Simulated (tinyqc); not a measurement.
What moves the results: conduction-band anticrossing with a localised impurity level. A value that a table varies takes the place of the one given here.

Host conduction band EM(k) = Eg - al x + c k^2/mM, c = hbar^2/2m0, coupled to a flat level EI by V = C sqrt(x): H = [[EM, V], [V, EI]], E+/- = (EM + EI)/2 +/- sqrt((EM - EI)^2/4 + V^2). The host weight of a state at E is f = 1/(1 + V^2/(E - EI)^2), and its mass at k = 0 is mM/f. The gap is E-(0), the valence top staying at 0.

Constants: hbar^2/2m0 = 3.80998211 eV angstrom^2.

Parameters, chosen for this exercise (host near GaAs; not measured data): Eg = 1.521 eV (gap at Gamma to the s-like level); mM = 0.0682 m0 (mass of the host band); EI = 1.848 eV (impurity level, from the valence top of the host); C = 2.85 eV (coupling); al = 1.54 eV (linear shift of the host edge); x = 0.0033 (impurity fraction); aM = 106 meV/GPa (pressure coefficient of the host edge); aI = 31 meV/GPa (pressure coefficient of the level).

## Impurity fraction

The last column is the bowing that a quadratic law would need at that x, (Eg - gap)/(x (1 - x)), with equal end gaps.

Results:

| x (%) | E- (eV) | E+ (eV) | gap (eV) | host weight of E- | mass of E- | bowing (eV) |
|---|---|---|---|---|---|---|
| 0.1 | 1.4964 | 1.8711 | 1.4964 | 0.938 | 0.0727 | 24.7 |
| 0.2 | 1.4744 | 1.8915 | 1.4744 | 0.896 | 0.0761 | 23.3 |
| 0.5 | 1.4187 | 1.9426 | 1.4187 | 0.819 | 0.0832 | 20.6 |
| 1.0 | 1.3443 | 2.0093 | 1.3443 | 0.757 | 0.0900 | 17.8 |
| 2.0 | 1.2281 | 2.1101 | 1.2281 | 0.703 | 0.0970 | 14.9 |
| 3.0 | 1.1337 | 2.1891 | 1.1337 | 0.677 | 0.1008 | 13.3 |
| 5.0 | 0.9775 | 2.3145 | 0.9775 | 0.651 | 0.1047 | 11.4 |
| 8.0 | 0.7860 | 2.4598 | 0.7860 | 0.634 | 0.1075 | 10.0 |

The apparent bowing falls from 24.7 to 10.0 eV, so no single constant describes the gap: the part from the coupling goes as x while V is small against |EM - EI| and as sqrt(x) beyond (V = |Eg - EI| near x = 1.32 %), with the linear term al x on top; the fall of the gap goes as the power 0.92 of x between the first two rows and 0.64 between the last two. The mass of E- goes from 0.0727 to 0.1075, higher although the gap falls, against the usual k.p trend; with al = 0 the weight tends to 1/2 at large x.

## Pressure

Eg and EI move linearly with pressure; V is kept. The slope of E- is f aM + (1 - f) aI.

Results:

| P (GPa) | EM (eV) | EI (eV) | E- (eV) | E+ (eV) | host weight of E- | slope of E- (meV/GPa) |
|---|---|---|---|---|---|---|
| 0 | 1.5159 | 1.8480 | 1.4488 | 1.9151 | 0.856 | 95.2 |
| 1 | 1.6219 | 1.8790 | 1.5423 | 1.9586 | 0.809 | 91.7 |
| 2 | 1.7279 | 1.9100 | 1.6316 | 2.0063 | 0.743 | 86.7 |
| 3 | 1.8339 | 1.9410 | 1.7152 | 2.0597 | 0.655 | 80.2 |
| 4 | 1.9399 | 1.9720 | 1.7915 | 2.1205 | 0.549 | 72.2 |
| 5 | 2.0459 | 2.0030 | 1.8593 | 2.1896 | 0.435 | 63.6 |
| 6 | 2.1519 | 2.0340 | 1.9189 | 2.2670 | 0.331 | 55.8 |
| 7 | 2.2579 | 2.0650 | 1.9714 | 2.3515 | 0.246 | 49.5 |
| 8 | 2.3639 | 2.0960 | 2.0184 | 2.4415 | 0.183 | 44.8 |

The unmixed levels cross at 4.43 GPa, where E+ - E- has its minimum 2V = 0.327 eV and the weights are 1/2. The slope of E- falls from 95 to 45 meV/GPa, between the limits aM = 106 and aI = 31, as the state turns impurity-like. The X valleys, which pass below the Gamma edge of the host at high pressure, are left out.

## What each parameter does

At k = 0. Each row changes one parameter from the base and keeps the others.

Results:

| case | E- (eV) | E+ (eV) | gap (eV) | mass (m0) |
|---|---|---|---|---|
| base | 1.4488 | 1.9151 | 1.4488 | 0.0797 |
| EI = 1.898 eV | 1.4554 | 1.9586 | 1.4554 | 0.0775 |
| al = 2.04 eV | 1.4474 | 1.9149 | 1.4474 | 0.0796 |
| Eg = 1.571 eV | 1.4909 | 1.9231 | 1.4909 | 0.0825 |
| C = 2.4225 eV | 1.4653 | 1.8986 | 1.4653 | 0.0772 |
| x = 0.00379 | 1.4398 | 1.9234 | 1.4398 | 0.0808 |
| mM = 0.05797 m0 | 1.4488 | 1.9151 | 1.4488 | 0.0677 |

The largest shifts from the base row, up to three for each result and ties (the steps differ in size, so this ranks the rows, not the parameters). E- (eV): Eg +0.0421, C +0.0165, x -0.0090; unchanged at the printed digits by mM. E+ (eV): EI +0.0434, C -0.0165, x +0.0083; unchanged at the printed digits by mM. gap (eV): Eg +0.0421, C +0.0165, x -0.0090; unchanged at the printed digits by mM. mass (m0): mM -0.0120, Eg +0.0029, C -0.0025.

(tinyqc, `OMP_NUM_THREADS=1 python tinyqc.py 1051554 1051555 out.jsonl`, Intel(R) Xeon(R) Processor @ 2.30GHz, 1 thread, shared host, about 0.01 s.)
